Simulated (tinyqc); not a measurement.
Trap-assisted generation and recombination current of an abrupt junction. Changing the forward bias V. Computed by tinyqc, a small Python program. Command: `OMP_NUM_THREADS=1 python tinyqc.py 3000269 3000270 out.jsonl junctionleak sweep`. One thread of a shared host (Intel(R) Xeon(R) Processor @ 2.30GHz), about 0.03 s of CPU time with the checks.

Depletion approximation, flat quasi-Fermi levels across the depleted layer, long neutral regions with minority lifetimes tau_n and tau_p, full ionisation and Boltzmann statistics. Voltages in exponents stand for e V.

Inputs (values chosen for the exercise, with bands and screening modelled on GaSb):
```
quantity                              value    unit
gap E_g                               0.716      eV
electron mass m_e                    0.0385     m_0
valleys M_c                               1       -
hole mass m_h                         0.416     m_0
dielectric constant eps                15.9       -
acceptor density N_A                1.6e+15   cm^-3
donor density N_D                   3.7e+18   cm^-3
capture time tau_n                  8.7e-06       s
capture time tau_p                  9.4e-05       s
trap level E_t - E_i                 -0.092      eV
electron diffusion coefficient D_n       78  cm^2/s
hole diffusion coefficient D_p          1.2  cm^2/s
temperature T                           250       K
tunnelling mass m_t                    0.11     m_0
```

Field enhancement: Hurkx tunnelling factor.

Constants: k_B = 8.617333262e-05 eV/K; m_0 = 9.1093837015e-31 kg; k_B = 1.380649e-23 J/K; h = 6.62607015e-34 J s; e = 1.602176634e-19 C; eps_0 = 8.8541878128e-12 F/m; hbar = 1.054571817e-34 J s.

Method:
- N_c = 2 M_c (2 pi m_e k_B T/h^2)^(3/2) and N_v = 2 (2 pi m_h k_B T/h^2)^(3/2), masses in units of m_0.
- n_i = sqrt(N_c N_v) exp(-E_g/2 k_B T); V_bi = (k_B T/e) ln(N_A N_D/n_i^2); diffusion saturation current J_d0 = e n_i^2 [sqrt(D_n/tau_n)/N_A + sqrt(D_p/tau_p)/N_D].
- W = sqrt(2 eps eps_0 (V_bi - V)(1/N_A + 1/N_D)/e), x_p = W N_D/(N_A + N_D), x_n = W - x_p, peak field F_m = 2 (V_bi - V)/W; reverse bias means V = -V_r.
- Both capture times are divided by 1 + Gamma, Gamma = 2 sqrt(3 pi) (F/F_G) exp((F/F_G)^2), F_G = sqrt(24 m_t (k_B T)^3)/(e hbar) (the low-field Hurkx form), F being the local field, linear in x from 0 at the edges to F_m.
- Potential from the p edge: phi = (V_bi - V) x^2/(x_p W) on the p side and (V_bi - V)[1 - (W - x)^2/(x_n W)] on the n side; p = N_A exp(-phi/k_B T), n = n_i^2 exp(V/k_B T)/p; U = (n p - n_i^2)/[tau_p (n + n_i exp(dE/k_B T)) + tau_n (p + n_i exp(-dE/k_B T))], dE = E_t - E_i, n1 = n_i exp(dE/k_B T), p1 = n_i exp(-dE/k_B T); J_t = e int U dx by the trapezoid rule on 400 intervals on each side.
- Total J = J_t + J_d0 (exp(V/k_B T) - 1); ideality n = (e/k_B T) dV/d ln J, central difference of 1 mV.

One run for each value:
```
forward bias V (V)  total forward current (A/cm^2)  recombination current in the layer (A/cm^2)  ideality factor
0.072                                    2.632e-08                                    4.078e-09            1.001
0.130                                    3.676e-07                                    2.796e-08            1.025
0.190                                    5.670e-06                                    1.548e-07            1.011
0.250                                    9.015e-05                                    7.820e-07            1.004
0.300                                    9.132e-04                                    3.025e-06            1.001
```

Describe the trends.

Over the rows, total forward current (A/cm^2) rises from 2.63e-8 to 9.13e-4 (exponent d ln y / d ln x 4.5 between the first rows and 13 between the last); recombination current in the layer (A/cm^2) rises from 4.08e-9 to 3.02e-6 (exponent d ln y / d ln x 3.3 between the first rows and 7.4 between the last); ideality factor goes from 1.00 through a maximum among these rows, 1.02 at 0.130, to 1.00.  Left out: 0.360, 0.420, 0.480, 0.540 (the injected density, weighted by the ratio of capture times where that exceeds one, passes a tenth of the doping).

Caution (all rows): one side is doped near or above its effective density of states, so Boltzmann statistics understate V_bi.

Extremes, crossings and ranges named in words are read from the listed rows.
